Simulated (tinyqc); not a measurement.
Inside a calculation. Model: p-type polysilicon, carrier trapping at grain boundaries.

tinyqc, about 0.01 s, one thread, Intel Xeon 2.30GHz (shared host): `OMP_NUM_THREADS=1 python tinyqc.py 2830098 2830099 out.jsonl` Printed values are rounded.

One-dimensional grains of size Lg, uniform ionised doping N, monovalent traps Qt at each boundary at a depth Et below (for electrons) or above (for holes) the band edge there, abrupt depletion of width W on each side of a boundary, Boltzmann statistics. xi is the distance from the band edge at the grain centre to the Fermi level. Trapped charge Qt/(1 + exp((xi + VB - Et)/Vt)) = 2 N W, barrier VB = q N W^2/(2 eps0 eps_r).

Values chosen for this exercise; values of the order met in polycrystalline silicon: temperature T = 400 K; relative permittivity eps_r = 11.7; valence-band density of states at T NB = 4.08e19 cm^-3; grain size Lg = 56 nm; trap density of a grain boundary Qt = 1.4e12 cm^-2; depth of the trap level from the majority band edge at the boundary Et = 0.45 eV; mass for thermionic emission ms = 0.34 m0; correction factor of the emission rate fe = 1; doping N = 7e16 cm^-3.

Constants: q = 1.602176634e-19 C, kB = 1.380649e-23 J/K, m0 = 9.1093837015e-31 kg, Vt = kB T/q, eps0 = 8.8541878128e-14 F/cm where lengths are in cm. Results are converted to the units shown.

## Depletion width, Fermi level and barrier

If the trap equation with xi = Vt ln(NB/N) has a root W < Lg/2, the grain is partly depleted; otherwise W = Lg/2 and the trap equation gives xi = Et - VB + Vt ln(Qt/(N Lg) - 1). N* = Qt/Lg.

N* = 2.5e17 cm^-3
W = 28 nm
xi = 0.4401165 V
VB = 0.04243849 V
share of traps filled = 0.28

N is 0.280 N*, and the grain is fully depleted; VB = 1.23 Vt.

## Resistivity and effective mobility

n0 = NB exp(-xi/Vt); mean density n0 (1 - 2 W/Lg) by charge balance in a partly depleted grain, and n0 (sqrt(pi)/2) erf(u)/u with u = sqrt(VB/Vt) in a fully depleted one; v = sqrt(kB T/(2 pi ms m0)); barrier resistivity Vt exp(VB/Vt)/(q fe n0 v Lg); grain resistivity (1 - 2 W/Lg)/(q n0 mug); effective mobility 1/(q mean density total resistivity).

n0 = 1.162617e14 cm^-3
mean density = 8.203042e13 cm^-3
v = 5.327185e6 cm/s
barrier resistivity = 212.4719 ohm cm
grain resistivity = 0.000000 ohm cm
resistivity = 212.4719 ohm cm
effective mobility = 358.1073 cm^2/(V s)

The resistivity is 334 times that of a single crystal with the same N and mobility mug, and the mean density is 0.117 % of N. The effective mobility exceeds mug only because drift through the depleted grain is left out.
